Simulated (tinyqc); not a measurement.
Worked calculation: Hubbard chain of 3 sites. Computed by tinyqc, a small Python program that keeps every step. Settings: hopping = 1.93, U = 6.5, mixing = 1, iteration cap = 65. Command: `OMP_NUM_THREADS=1 python tinyqc.py 27267 27268 out.jsonl` (the two numbers bound the seeds that draw the settings). One thread of a shared host (Intel(R) Xeon(R) Processor @ 2.60GHz), about 0.2 s of CPU time with the checks. Later iterations appear only in the table of the cycle.

## Mean-field iteration 1

one-body matrix (hopping and site energies) (eV), lower triangle:
```
         1        2       3
1   0.2500
2  -1.9300   0.6000
3   0.0000  -1.9300  0.1400
```

U = 6.5000 eV

electrons, up and down: 2  2

mixing = 1

n(up) at the start (a guess, not normalised): 1 0.9670, 2 0.3670, 3 0.9670

n(down) at the start (a guess): 1 0.3670, 2 0.9670, 3 0.3670

H(up) = T + U n(down), H(down) = T + U n(up); fill the lowest levels; n(new) = n + mixing (n(out) - n); E = tr T (rho up + rho down) + U sum n_up n_down of the output.

levels, up (eV): 1.2551  2.5822  8.2092

levels, down (eV): 1.4919  6.4791  7.9755

energy = 4.9143 eV

n(up) after iteration 1: 1 0.9029, 2 0.1904, 3 0.9066

n(down) after iteration 1: 1 0.5867, 2 0.7699, 3 0.6433

## Mean-field iteration 2

As before.

levels, up (eV): 2.0745  4.1958  7.7197

levels, down (eV): 0.5013  6.0751  7.4136

energy = 4.7260 eV

n(up) after iteration 2: 1 0.8260, 2 0.3755, 3 0.7986

n(down) after iteration 2: 1 0.5707, 2 0.8069, 3 0.6224

## Mean-field iteration 3

As before.

levels, up (eV): 2.0848  4.0757  7.8294

levels, down (eV): 1.2678  5.4679  7.2543

energy = 4.6624 eV

n(up) after iteration 3: 1 0.8374, 2 0.3461, 3 0.8165

n(down) after iteration 3: 1 0.5903, 2 0.7058, 3 0.7039

## Convergence

Each step fills the lowest levels of T + U n(other spin) and sets n(new) = n + mixing (n(out) - n); stop when output and input agree to 1e-8.

Course of the cycle:

| iteration | E (eV) | largest \|n(out) - n(in)\| | mean \|n_up - n_down\| |
|---|---|---|---|
| 1 | 4.914279 | 2.76e-01 | 0.3864 |
| 2 | 4.726039 | 1.85e-01 | 0.2876 |
| 3 | 4.662449 | 1.01e-01 | 0.2398 |
| 4 | 4.630009 | 8.78e-02 | 0.1938 |
| 5 | 4.606622 | 8.33e-02 | 0.1819 |
| 6 | 4.581273 | 9.66e-02 | 0.1998 |
| 7 | 4.549103 | 9.78e-02 | 0.2479 |
| 8 | 4.507403 | 1.24e-01 | 0.2773 |
| 9 | 4.469553 | 7.40e-02 | 0.3212 |
| 10 | 4.444358 | 8.97e-02 | 0.3407 |
| 11 | 4.433734 | 2.78e-02 | 0.3533 |
| ... | ... | ... | ... |
| 43 | 4.427984 | 2.99e-07 | 0.3552 |
| 44 | 4.427984 | 2.14e-07 | 0.3552 |
| 45 | 4.427984 | 1.47e-07 | 0.3552 |
| 46 | 4.427984 | 1.05e-07 | 0.3552 |
| 47 | 4.427984 | 7.22e-08 | 0.3552 |
| 48 | 4.427984 | 5.17e-08 | 0.3552 |
| 49 | 4.427984 | 3.55e-08 | 0.3552 |
| 50 | 4.427984 | 2.54e-08 | 0.3552 |
| 51 | 4.427984 | 1.75e-08 | 0.3552 |
| 52 | 4.427984 | 1.25e-08 | 0.3552 |
| 53 | 4.427984 | 8.59e-09 | 0.3552 |

local moments n_up - n_down: 1 0.5327, 2 -0.0309, 3 -0.5019

Converged in 53 iterations. Before convergence this energy mixes input and output and is not variational, so it may rise towards its limit.

## The many-body Hamiltonian

Basis: all placements (u, d, 2, 0 on each site), up operators ordered before down ones; hops carry the sign of the same-spin electrons passed.

H (eV), lower triangle:
```
         220      2ud      u2d      2du      202      ud2      d2u      du2
220  14.7000
2ud  -1.9300   7.7400
u2d   0.0000  -1.9300   8.0900
2du  -1.9300   0.0000   0.0000   7.7400
202   0.0000  -1.9300   0.0000  -1.9300  13.7800
ud2   0.0000   0.0000  -1.9300   0.0000  -1.9300   7.6300
d2u   0.0000   0.0000   0.0000  -1.9300   0.0000   0.0000   8.0900
du2   0.0000   0.0000   0.0000   0.0000  -1.9300   0.0000  -1.9300   7.6300
022   0.0000   0.0000   0.0000   0.0000   0.0000  -1.9300   0.0000  -1.9300

         022
022  14.4800
```

## Exact diagonalisation (9 states)

Lowest levels of the sector, and the double occupancy of the lowest state.

lowest levels (eV): 3.7776  5.1499  6.7368  7.6852  9.2736  10.6249

double occupancy per site = 0.3773

The mean-field solution above lies 0.6504 eV above the exact energy.

## The lowest level by Lanczos steps

From a random start vector (not printed): a_j = <q_j|H|q_j>, b_j = norm of the remainder after orthogonalising; the Ritz value is the lowest eigenvalue of the tridiagonal matrix of a and b so far.

Lanczos:

| j | a_j (eV) | b_j (eV) | lowest Ritz value (eV) |
|---|---|---|---|
| 1 | 10.0623 | 4.5024 | 10.062278 |
| 2 | 11.0884 | 3.1831 | 6.043743 |
| 3 | 7.7308 | 2.9023 | 4.425890 |
| 4 | 11.4960 | 4.0152 | 3.955998 |
| 5 | 12.2075 | 1.4091 | 3.787516 |
| 6 | 9.7345 | 1.6276 | 3.778567 |
| 7 | 10.5821 | 3.2129 | 3.777908 |
| 8 | 10.4451 | 2.0862 | 3.777695 |
| 9 | 6.5334 | 3.63e-11 | 3.777598 |
